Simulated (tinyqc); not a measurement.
# Changing the temperature T

Model: classical Heisenberg spin chain: exact results, Metropolis, heat-bath and over-relaxation steps, and a Monte Carlo run. Computed by tinyqc, a small Python program. Command: `OMP_NUM_THREADS=1 python tinyqc.py 3130555 3130556 out.jsonl heismc sweep`. One thread of a shared host (Intel(R) Xeon(R) Processor @ 2.30GHz), about 0.01 s of CPU time with the checks.

E = -J sum_i s_i . s_(i+1) for unit vectors s_i on an open chain; K = J/(k_B T).

Inputs (values chosen for the exercise, for a model chain of large moments): coupling J = 16 meV; moment mu = 4.8 mu_B.

Constants: k_B = 8.617333262e-05 eV/K; mu_B = 5.7883818060e-05 eV/T.

Method. Each bond angle is independent, so u = <s_i . s_(i+1)> = coth K - 1/K, <s_i . s_(i+n)> = u^n, correlation length xi = -1/ln|u|, energy per bond -J u, heat capacity per bond c/k_B = 1 - K^2/sinh^2 K, and for the long chain chi = mu^2 (1 + u)/(3 k_B T (1 - u)) per spin.

One run for each value:
```
temperature T (K)  chi (mu_B/T per spin)  xi (sites)  heat capacity (k_B/bond)        u
9.6                           2.0249e+01      18.836                    1.0000  0.94830
16.5                          6.7238e+00      10.745                    1.0000  0.91113
28.5                          2.1775e+00       6.001                    0.9996  0.84651
49.0                          6.9569e-01       3.279                    0.9706  0.73712
84.5                          2.2283e-01       1.778                    0.7556  0.56989
145.0                         8.0393e-02       1.052                    0.4052  0.38644
251.0                         3.3393e-02       0.697                    0.1640  0.23803
432.0                         1.5879e-02       0.511                    0.0594  0.14153
743.0                         8.1993e-03       0.402                    0.0206  0.08295
1280.0                        4.4392e-03       0.330                    0.0070  0.04828
```

What does the table show, and why?

Over the rows, chi (mu_B/T per spin) falls from 20.2 to 0.00444 (exponent d ln y / d ln x -2.0 between the first rows and -1.1 between the last); xi (sites) falls from 18.8 to 0.330 (exponent d ln y / d ln x -1.0 between the first rows and -0.36 between the last); heat capacity (k_B/bond) falls from 1.00 to 0.00698. At the low end the exponent of chi is -2.04, close to -2: chi goes as xi/T with xi as 1/T. At the low end the exponent of xi is -1.04, close to -1: xi grows as K.
